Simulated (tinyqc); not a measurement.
Capacitance measurement on a leaky thin oxide: effects of series resistance and leakage: effect of the gate leakage current density, not matched to the thickness.

The device is a capacitance C in parallel with a leakage conductance G, in series with Rs and Ls. An impedance meter reports either a parallel pair (Cp, Gp) from Y = 1/Z = Gp + i w Cp or a series pair (Cs, Rm) from Z = Rm + 1/(i w Cs); w = 2 pi f, dissipation D = Gp/(w |Cp|).

EOT = 3.9 tox/eox; CET = EOT + zc + zp; C = 3.9 eps0 A/CET; G = Jg A/Vs. Z = Rs + i w Ls + 1/(G + i w C); CET read from Cp = 3.9 eps0 A/Cp; errors under 0.001 % are printed as 0.

Inputs (values chosen for the exercise); values of the order met in thin-oxide MOS capacitors:
```
symbol,value,unit,meaning
eox,3.9,,relative permittivity of the gate insulator (close to silicon dioxide)
tox,3,nm,insulator thickness
A,10000,um^2,gate area
zc,0.33,nm,oxide-equivalent thickness added by the accumulation layer
zp,0,nm,oxide-equivalent thickness added by gate depletion
Vs,0.28,V,voltage for an e-fold rise of the leakage
Rs,6,ohm,series resistance
Ls,0,nH,series inductance
f,1e5,Hz,measuring frequency
```

Constants: eps0 = 8.8541878128e-14 F/cm where lengths are in cm. Results are converted to the units shown.

The same in every row: C (pF) = 103.7.

Results:

| Jg (A/cm^2) | Cp (pF) | Cs (pF) | D | error of Cp (%) | error of Cs (%) | CET read from Cp (nm) |
|---|---|---|---|---|---|---|
| 1e-5 | 103.7 | 103.7 | 4.457e-4 | 0 | 0 | 3.330 |
| 0.001 | 103.7 | 103.7 | 0.005872 | 0 | 3.00e-3 | 3.330 |
| 0.02 | 103.7 | 104.9 | 0.1100 | -8.59e-3 | 1.20 | 3.330 |
| 0.2 | 103.6 | 228.3 | 1.097 | -0.0857 | 120 | 3.333 |
| 2 | 102.8 | 1.257e4 | 11.01 | -0.852 | 1.20e4 | 3.359 |
| 30 | 91.55 | 2.804e6 | 175.0 | -11.7 | 2.70e6 | 3.772 |
| 300 | 38.42 | 2.804e8 | 2702 | -62.9 | 2.70e8 | 8.988 |

Estimate the missing row, Jg = 0.0001 A/cm^2.

Computed row:

| Jg (A/cm^2) | Cp (pF) | Cs (pF) | D | error of Cp (%) | error of Cs (%) | CET read from Cp (nm) |
|---|---|---|---|---|---|---|
| 0.0001 | 103.7 | 103.7 | 9.391e-4 | 0 | 0 | 3.330 |

With this row back in the table: As Jg goes from 1e-5 to 300, the error of Cp goes from 0 to -62.9 %, that of Cs from 0 to 2.70e8 %, and D rises from 4.46e-4 to 2700. The CET read from Cp goes from 3.33 to 8.99 nm against the true 3.33 nm. For Jg = 0.2, 2, 30, 300 D exceeds 1, where the accuracy of real meters degrades in proportion to sqrt(1 + D^2).

tinyqc, about 0.01 s, one thread, Intel Xeon 2.30GHz (shared host): `OMP_NUM_THREADS=1 python tinyqc.py 2022091 2022092 out.jsonl`
